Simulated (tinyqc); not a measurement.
Wafer bonding and layer transfer: bond energy, gap closing, particles, bonding of dissimilar wafers and hydrogen blisters: one step, computed by the program tinyqc. Command: `OMP_NUM_THREADS=1 python tinyqc.py 3022874 3022875 out.jsonl bond walk`. One thread of a shared host (Intel(R) Xeon(R) Processor @ 2.30GHz), about 0.01 s of CPU time with the checks.

gamma is the energy per area of each of the two surfaces; plates are isotropic.

Question. Heating a pair with different expansion. M = E/(1 - nu), misfit e = (alpha_2 - alpha_1) dT. Curvature k = 6 M1 M2 t1 t2 (t1 + t2) e/[M1^2 t1^4 + M2^2 t2^4 + 2 M1 M2 t1 t2 (2 t1^2 + 3 t1 t2 + 2 t2^2)]; force per width F = k (M1 t1^3 + M2 t2^3)/(6 (t1 + t2)); at the interface s1 = F/t1 + M1 k t1/2, s2 = -F/t2 - M2 k t2/2; stored biaxial energy U = F^2 [1/(M1 t1) + 1/(M2 t2)] + k^2 (M1 t1^3 + M2 t2^3)/12; the pair can part when U > 2 gamma.

Inputs (values chosen for the exercise, for model wafers):
```
quantity                              value        unit
Young's modulus E1                      145         GPa
Young's modulus E2                      100         GPa
Poisson ratio nu                       0.26           -
thickness t1                            525  micrometre
thickness t2                            625  micrometre
expansion mismatch alpha_2 - alpha_1   -3.7      1e-6/K
heating dT                              400           K
```

Pair: two different wafers.

bond energy gamma = 0.6227655 J/m^2

Give: curvature; force per width; stress in wafer 1 at the interface; stress in wafer 2 at the interface; stored energy U; largest dT for this gamma.

Answer.

curvature = -1.930 1/m

force per width = -17.16 kN/m

stress in wafer 1 at the interface = -132.0 MPa

stress in wafer 2 at the interface = 109.0 MPa

stored energy U = 25.40 J/m^2

largest dT for this gamma = 88.58 K

U exceeds 2 gamma: the pair can debond; the bond strengthens on heating, so slow ramps or thinning one wafer first help. Caution: on a wafer of 100 mm the sag k R^2/2 would exceed half the thickness of the pair, beyond the small-deflection theory: the plate stiffens.
